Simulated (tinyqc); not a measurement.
Worked calculation: power iteration on a symmetric matrix. Computed by tinyqc, a small Python program that keeps every step. Settings: method = power, shift = -0.23. Command: `OMP_NUM_THREADS=1 python tinyqc.py 23604 23605 out.jsonl` (the two numbers bound the seeds that draw the settings). One thread of a shared host (Intel(R) Xeon(R) Processor @ 2.60GHz), about 0.01 s of CPU time with the checks.

A:
```
          1         2         3         4
1   1.07900  -0.09000   0.10800  -0.17400
2  -0.09000   1.57500  -0.14600   0.03400
3   0.10800  -0.14600   1.70000   0.01900
4  -0.17400   0.03400   0.01900   2.23800
```

Stop when the residual |A v - lambda v| is below 1e-9.

Steps:
```
step     lambda  residual
1     1.7421199  4.54e-01
2     1.9394199  4.11e-01
3     2.0793920  3.33e-01
4     2.1637714  2.54e-01
5     2.2105283  1.88e-01
6     2.2356509  1.38e-01
7     2.2491465  1.02e-01
8     2.2565169  7.65e-02
9     2.2606453  5.80e-02
10    2.2630263  4.45e-02
11    2.2644406  3.47e-02
12    2.2653038  2.74e-02
13    2.2658433  2.18e-02
14    2.2661871  1.75e-02
15    2.2664095  1.42e-02
16    2.2665550  1.15e-02
17    2.2666510  9.36e-03
18    2.2667148  7.64e-03
19    2.2667574  6.25e-03
20    2.2667858  5.12e-03
21    2.2668049  4.19e-03
22    2.2668177  3.44e-03
23    2.2668263  2.82e-03
24    2.2668321  2.31e-03
25    2.2668360  1.90e-03
26    2.2668387  1.56e-03
27    2.2668404  1.28e-03
28    2.2668416  1.05e-03
29    2.2668424  8.62e-04
30    2.2668430  7.08e-04
```

Can the last value be used, and what does the course show?

Not by the stop rule, although the second column moves by less than 1e-05 over the last three steps. Not converged in 30 steps: the residual falls only by the ratio of the two largest distances of eigenvalues from the shift, 0.82 a step. all eigenvalues, for comparison: 1.02847  1.47680  1.81989  2.26684.
